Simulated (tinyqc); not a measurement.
## Composition from the perpendicular lattice constant

Inverse problem. The layer is x parts of the first compound and 1 - x of the second, grown coherently on the second as substrate and barrier. Rows of the table: lattice constant a, average valence level Ea on an absolute scale, spin-orbit splitting so, gaps at Gamma, X and L, hydrostatic deformation potentials av and ac (Gamma), shear potential b, elastic constants, electron and heavy-hole (along z) masses. All are interpolated linearly in x; gaps get -C x (1 - x), taken wholly in the conduction band; real line-ups can differ from this model by 0.1 eV or more. In-plane strain e = (a_substrate - a)/a, e_z = -2 (c12/c11) e, volume change 2 e + e_z. X-ray diffraction gives a_z = a (1 + e_z) of the coherent layer. Find x, e and the relaxed Gamma gap.

Parameters, values chosen for the exercise:

| symbol | value | unit | meaning |
|---|---|---|---|
| CG | 0.37 | eV | bowing of the Gamma gap |
| CX | 0.055 | eV | bowing of the X gap |
| CL | 0 | eV | bowing of the L gap |

Binary compounds, values chosen for the exercise:
```
	close to AlAs	close to GaAs
a (angstrom)	5.661	5.653
Ea (eV)	-7.49	-6.92
so (eV)	0.283	0.336
EG (eV)	2.97	1.44
EX (eV)	2.16	1.87
EL (eV)	2.32	1.7
av (eV)	2.44	1.15
ac (eV)	-5.67	-7.15
b (eV)	-1.52	-1.72
c11 (GPa)	126	120
c12 (GPa)	53	53.8
me (m0)	0.151	0.0661
mh (m0)	0.47	0.345
```

lattice constant along the growth direction = 5.66267225 angstrom

Solution. a_z changes steadily with x, about (1 + 2 c12/c11) times as fast as the relaxed lattice constant, so one composition matches.

x = 0.650
e = -0.0919 %
relaxed Gamma gap = 2.35 eV

Numbers from tinyqc (`OMP_NUM_THREADS=1 python tinyqc.py 2690105 2690106 out.jsonl`; about 0.01 s on one thread of a shared Intel Xeon 2.30GHz).
